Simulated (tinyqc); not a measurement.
Inside a calculation. Method: Hueckel theory of the pi electrons, for the molecule C=Cc1ccc(N)c[cH+]c1 (SMILES; centres numbered as the heavy atoms are written). Computed by tinyqc, a small Python program that keeps every step. Settings: charge = 1. Command: `OMP_NUM_THREADS=1 python tinyqc.py 22121 22122 out.jsonl` (the two numbers bound the seeds that draw the settings). One thread of a shared host (Intel(R) Xeon(R) Processor @ 2.60GHz), about 0.01 s of CPU time with the checks.

## The Hueckel matrix

Centres:

| centre | z_r, pi electrons of the neutral centre | h |
|---|---|---|
| 1C | 1 | 0.000000 |
| 2C | 1 | 0.000000 |
| 3C | 1 | 0.000000 |
| 4C | 1 | 0.000000 |
| 5C | 1 | 0.000000 |
| 6C | 1 | 0.000000 |
| 7N | 2 | 1.670000 |
| 8C | 1 | 0.000000 |
| 9C | 1 | 0.000000 |
| 10C | 1 | 0.000000 |

Bonds:

| i | j | k |
|---|---|---|
| 1 | 2 | 1 |
| 2 | 3 | 1 |
| 3 | 4 | 1 |
| 4 | 5 | 1 |
| 5 | 6 | 1 |
| 6 | 7 | 0.780000 |
| 6 | 8 | 1 |
| 8 | 9 | 1 |
| 9 | 10 | 1 |
| 10 | 3 | 1 |

H_rr = alpha + h_r beta, H_rs = k_rs beta for bonded centres.

Hueckel matrix in units of beta (H = alpha + beta A), lower triangle:
```
           1C        2C        3C        4C        5C        6C        7N        8C
1C   0.000000
2C   1.000000  0.000000
3C   0.000000  1.000000  0.000000
4C   0.000000  0.000000  1.000000  0.000000
5C   0.000000  0.000000  0.000000  1.000000  0.000000
6C   0.000000  0.000000  0.000000  0.000000  1.000000  0.000000
7N   0.000000  0.000000  0.000000  0.000000  0.000000  0.780000  1.670000
8C   0.000000  0.000000  0.000000  0.000000  0.000000  1.000000  0.000000  0.000000
9C   0.000000  0.000000  0.000000  0.000000  0.000000  0.000000  0.000000  1.000000
10C  0.000000  0.000000  1.000000  0.000000  0.000000  0.000000  0.000000  0.000000

           9C       10C
9C   0.000000
10C  1.000000  0.000000
```

## Orbitals

pi electrons, sum of z_r less the charge = 10

Diagonalise; E = alpha + x beta with beta < 0, so the largest x are filled first; degenerate levels share their electrons. P = sum n_i c_ri c_si; each orbital has its largest coefficient positive (the first on a tie).

x values: 2.293553  1.949801  1.361566  1.163547  0.751390  -0.354153  -0.501712  -1.108376  -1.851563  -2.034054

occupations: 2.000000  2.000000  2.000000  2.000000  2.000000  0.000000  0.000000  0.000000  0.000000  0.000000

coefficients:
```
          MO1        MO2        MO3        MO4        MO5        MO6        MO7        MO8
1C   0.062283  -0.184075  -0.254671  -0.207253   0.558731   0.484509   0.122626  -0.506751
2C   0.142850  -0.358909  -0.346751  -0.241149   0.419825  -0.171590  -0.061523   0.561671
3C   0.265351  -0.515726  -0.217454  -0.073335  -0.243278  -0.423740  -0.091759  -0.115792
4C   0.252243  -0.290169  -0.183978   0.443553  -0.238603   0.033122   0.556607  -0.199101
5C   0.313181  -0.050046  -0.033045   0.589430   0.063994   0.412010  -0.187497   0.336470
6C   0.466055   0.192589   0.138985   0.242276   0.286688  -0.179037  -0.462537  -0.173835
7N   0.582986   0.536880  -0.351481  -0.373136  -0.243430   0.068991   0.166127   0.048802
8C   0.301011   0.006790   0.496438  -0.016483   0.341296  -0.402416   0.289979  -0.181862
9C   0.224331  -0.179349   0.536948  -0.261456  -0.030242   0.321554   0.317052   0.375406
10C  0.213503  -0.356485   0.234652  -0.287733  -0.364019   0.288537  -0.449047  -0.234230

           MO9       MO10
1C    0.012803   0.188411
2C   -0.023705  -0.383238
3C    0.031088   0.591115
4C    0.201205  -0.416682
5C   -0.403632   0.256438
6C    0.546145  -0.104927
7N   -0.120967   0.022095
8C   -0.513236  -0.060246
9C    0.404144   0.227470
10C  -0.235062  -0.402440
```

charge and bond-order matrix P, lower triangle:
```
            1C         2C         3C         4C         5C         6C         7N        8C
1C    0.915508
2C    0.895638   1.007728
3C    0.092219   0.427913   0.896466
4C   -0.218531  -0.006324   0.564213   0.870687
5C   -0.098544  -0.082231   0.114609   0.691546   0.906403
6C    0.136300   0.022390  -0.186781   0.150325   0.585759   0.829005
7N   -0.063364   0.000497   0.081657  -0.102980  -0.136379   0.332118   1.900279
8C    0.170357   0.031363  -0.226804  -0.212244   0.179303   0.608890  -0.144577  0.907718
9C   -0.104937  -0.078836   0.123582  -0.197826  -0.189113   0.145246  -0.098627  0.653715
10C  -0.249193  -0.012718   0.598270   0.146713  -0.231883  -0.221217   0.093161  0.117682

           9C       10C
9C   0.880154
10C  0.648129  0.886054
```

## Energy, charges, bond orders

E = sum n x; q_r = z_r - P_rr; bond order p = P_rs; free valence = sqrt(3) - sum of p over the bonds of the atom.

pi energy = 10 alpha + this times beta = 15.039716

pi charges: 1C 0.084492, 2C -0.007728, 3C 0.103534, 4C 0.129313, 5C 0.093597, 6C 0.170995, 7N 0.099721, 8C 0.092282, 9C 0.119846, 10C 0.113946

Bond orders and lengths from R = 1.517 - 0.180 p (angstrom, C-C alone):

| bond | p | R |
|---|---|---|
| 1-2 | 0.895638 | 1.355785 |
| 2-3 | 0.427913 | 1.439976 |
| 3-4 | 0.564213 | 1.415442 |
| 4-5 | 0.691546 | 1.392522 |
| 5-6 | 0.585759 | 1.411563 |
| 6-7 | 0.332118 | - |
| 6-8 | 0.608890 | 1.407400 |
| 8-9 | 0.653715 | 1.399331 |
| 9-10 | 0.648129 | 1.400337 |
| 10-3 | 0.598270 | 1.409311 |

free valence of the carbons: 1C 0.836413, 2C 0.408500, 3C 0.141654, 4C 0.476292, 5C 0.454746, 6C 0.205283, 8C 0.469446, 9C 0.430207, 10C 0.485652

gap between the highest filled and the next level = 1.105544 |beta|
